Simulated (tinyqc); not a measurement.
Force balance against energy balance: elastic strain and critical thickness of a cubic alloy layer A(1-x)B(x) on a thick substrate. Computed by tinyqc, a small Python program. Command: `OMP_NUM_THREADS=1 python tinyqc.py 3017726 3017727 out.jsonl misfit walk`. One thread of a shared host (Intel(R) Xeon(R) Processor @ 2.30GHz), about 0.01 s of CPU time with the checks.

Strain is positive in tension. The layer is coherent with the substrate unless said otherwise.

Inputs (values chosen for the exercise, modelled on Ge(1-x)Si(x) on Ge):

| quantity | value | unit |
|---|---|---|
| fraction x of B | 0.53 | - |
| lattice constant a_A | 5.658 | angstrom |
| lattice constant a_B | 5.431 | angstrom |
| substrate lattice constant a_S | 5.658 | angstrom |

Growth plane: (111). Layer: buried under a thick cap. Misfit dislocation: 60-degree.

C11, C12, C44 of A (GPa): 128.6  48.4  65.71

C11, C12, C44 of B (GPa): 168.7  63.5  79.69

Method:
- a = (1 - x) a_A + x a_B, the same rule for each C_ij; misfit f = (a_S - a)/a, the in-plane strain of the coherent layer.
- Voigt averages: G = (C11 - C12 + 3 C44)/5, B = (C11 + 2 C12)/3, nu = (3 B - 2 G)/(2 (3 B + G)); b = a/sqrt(2). The 60-degree dislocation has cos alpha = 1/2, and cos lambda = sqrt(3)/6 on (111), for glide on an inclined {111} plane.
- Matthews-Blakeslee: h_c = A [ln(h_c/b) + 1], A = b (1 - nu cos^2 alpha)/(4 pi |f| (1 + nu) cos lambda), the factor 4 pi being that of a buried layer, with a dislocation at both interfaces.
- People-Bean: h_c = P ln(h_c/b), P = (1 - nu)/(1 + nu) b^2/(16 pi sqrt(2) a f^2). The misfit is scaled by 0.25, 0.4, 0.6, 1, 1.5, 2.2 at fixed a, b and nu; the upper root is taken, and rows with A < 1.3 b or P < 3 b, where the roots shrink to the core size or vanish, are left out.

misfit f = 0.0217257

prefactor A = 3.88444 nm

Poisson ratio nu = 0.211450

Burgers vector b = 0.391574 nm

free lattice constant a = 5.53769 angstrom

Critical thickness:

| \|f\| (%) | Matthews-Blakeslee (nm) | People-Bean (nm) | ratio |
|---|---|---|---|
| 0.5431 | 101.96 | 635.26 | 6.2304 |
| 0.8690 | 58.30 | 211.17 | 3.6224 |
| 1.3035 | 35.69 | 79.23 | 2.2200 |
| 2.1726 | 18.95 | 21.52 | 1.1354 |
| 3.2588 | 11.30 | 6.82 | 0.6040 |

What follows from these numbers?

The exponents d ln h_c/d ln f are -1.19 and -2.34 between the first rows, steeper than the -1 and -2 of the prefactors because of the logarithm. The ratio falls from 6.23 to 0.604 as the misfit grows, so the two criteria cross. Where People-Bean lies above, a layer between the lines is metastable: dislocations would lower the energy but have to be nucleated; where it falls below, it is out of its range. People-Bean has no form for a buried layer. Above about 2 % misfit islands may come first.

Extremes, crossings and ranges named in words are read from the listed rows.
